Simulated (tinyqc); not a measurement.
Landau levels with Rashba coupling: one step. Where EF lies. The numbers come from values chosen for the exercise (near those of an asymmetric InGaAs well).

Each listed level takes n_B electrons. At zero temperature and without broadening EF sits in the partly filled level.

Levels:
```
label   E (meV)  gap above (meV)
1-      5.70923          3.06228
0       8.77151         11.62874
2-     20.40025          6.00503
1+     26.40528          8.82948
3-     35.23476          8.59401
2+     43.82877          6.34648
4-     50.17525         10.93352
3+     61.10878          4.08941
```

nu = 2.00113

Problem. Fill the listed levels in order up to nu; give the partly filled level, its energy and its filled share.

Give: level; EF; filled share.

Solution.

level: 2-

EF = 20.400 meV
filled share = 0.001

Program tinyqc; command `OMP_NUM_THREADS=1 python tinyqc.py 1252629 1252630 out.jsonl`; about 0.01 s on one thread of a shared Intel(R) Xeon(R) Processor @ 2.30GHz.
